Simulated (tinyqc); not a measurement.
# Tunnelling through a two-layer gate stack, WKB transmission and Tsu-Esaki current: what changes with what

Electrons leave the emitter at x = 0. Energies E (motion across the layers) are in eV from the emitter Fermi level; the collector Fermi level lies at -V and offers states at every E. No charge in the dielectric and no image force: F1 = V/(t1 + t2 eps1/eps2), F2 = F1 eps1/eps2; U = phi1 - F1 x in layer 1 and phi2 - F1 t1 - F2 (x - t1) in layer 2. With C = hbar^2/(2 m0), kappa = sqrt(m (U - E)/C) where U > E and 0 elsewhere; T(E) = exp(-S), S = 2 times the integral of kappa over x.

Values chosen for this exercise; layer 1 close to silicon dioxide, layer 2 close to zirconium oxide:
```
symbol,value,unit,meaning
T,350,K,temperature
Ef,0.19,eV,Fermi energy of the emitter above its band bottom
me,0.75,m0,emitter mass in the supply function
phi1,2.98,eV,barrier of layer 1 above the emitter Fermi level at zero bias
m1,0.49,m0,tunnelling mass of layer 1
t1,0.9,nm,thickness of layer 1
eps1,3.88,,relative permittivity of layer 1
phi2,1.35,eV,barrier of layer 2 at zero bias
m2,0.25,m0,tunnelling mass of layer 2
t2,2.6,nm,thickness of layer 2
eps2,25.8,,relative permittivity of layer 2
V,0.7,V,voltage across the dielectric
```

Constants: q = 1.602176634e-19 C, kB = 1.380649e-23 J/K, hbar = 1.054571817e-34 J s, m0 = 9.1093837015e-31 kg, Vt = kB T/q, hbar^2/(2 m0) = 0.0380998212 eV nm^2. Results are converted to the units shown.

Each table varies one quantity; the others keep the values above.

## Effect of the barrier height

Each layer adds (2/F) sqrt(m/C) [G(u at its left edge) - G(u at its right edge)] to S, with u = U - E (0 where negative) and G(u) = (2/3) u^1.5. J = J0 times the integral of T(E) N(E) dE, N = ln[(1 + exp(-E/Vt))/(1 + exp((-E - V)/Vt))], J0 = q^2 me m0 kB T/(2 pi^2 hbar^3) (times 1e-4 for A/cm^2 per eV), from E = -Ef to far above the barrier (T = 1 there), by quadrature converged to the digits shown.

Effect of the barrier height:
```
phi1 (eV)  S at E = 0   T(E = 0)  J (A/cm^2)  mean E of the current (eV)
1.5             18.80   6.876e-9      0.6055                    -0.07390
1.77            19.54   3.272e-9      0.2936                    -0.07534
2.04            20.22   1.660e-9      0.1512                    -0.07642
2.31            20.85  8.852e-10     0.08157                    -0.07728
2.59            21.45  4.811e-10     0.04479                    -0.07800
2.86            22.01  2.764e-10     0.02596                    -0.07858
3.13            22.54  1.633e-10     0.01545                    -0.07907
3.4             23.04  9.888e-11    0.009412                    -0.07950
```

J falls from 0.606 to 0.00941 A/cm^2, on average 0.952 decades for each eV, while S rises from 18.8 to 23.0.

## Effect of the thickness t2 at fixed voltage

Same model as above.

Effect of the thickness t2 at fixed voltage:
```
t2 (nm)  S at E = 0   T(E = 0)  J (A/cm^2)  mean E of the current (eV)
1.6           17.58   2.316e-8       2.756                    -0.09222
1.97          19.29   4.180e-9      0.4540                    -0.08747
2.34          21.02  7.416e-10     0.07394                    -0.08248
2.71          22.77  1.297e-10     0.01194                    -0.07721
3.09          24.57  2.135e-11    0.001823                    -0.07148
3.46          26.34  3.646e-12    2.910e-4                    -0.06555
3.83          28.11  6.165e-13    4.630e-5                    -0.05918
4.2           29.90  1.034e-13    7.359e-6                    -0.05221
```

J falls from 2.76 to 7.36e-6 A/cm^2: 2.12 decades a nanometre between the first two rows and 2.16 between the last two. The exponent S alone gives dS/dt/ln 10 = 2.01 and 2.10.

## Effect of the tunnelling mass m1

Same model as above.

Effect of the tunnelling mass m1:
```
m1 (m0)  S at E = 0   T(E = 0)  J (A/cm^2)  mean E of the current (eV)
0.12          16.85   4.789e-8       4.883                    -0.08382
0.15          17.48   2.567e-8       2.593                    -0.08325
0.2           18.39   1.030e-8       1.026                    -0.08241
0.25          19.20   4.604e-9      0.4533                    -0.08167
0.31          20.06   1.937e-9      0.1883                    -0.08087
0.4           21.22  6.108e-10     0.05840                    -0.07978
0.5           22.35  1.957e-10     0.01841                    -0.07870
0.63          23.68  5.223e-11    0.004823                    -0.07743
```

J falls from 4.88 to 0.00482 A/cm^2. S goes as m1^(0.20): only one of the two layers feels this mass, so the power is below 0.5.

Numbers from tinyqc (`OMP_NUM_THREADS=1 python tinyqc.py 2540063 2540064 out.jsonl`; about 0.04 s on one thread of a shared Intel Xeon 2.30GHz).
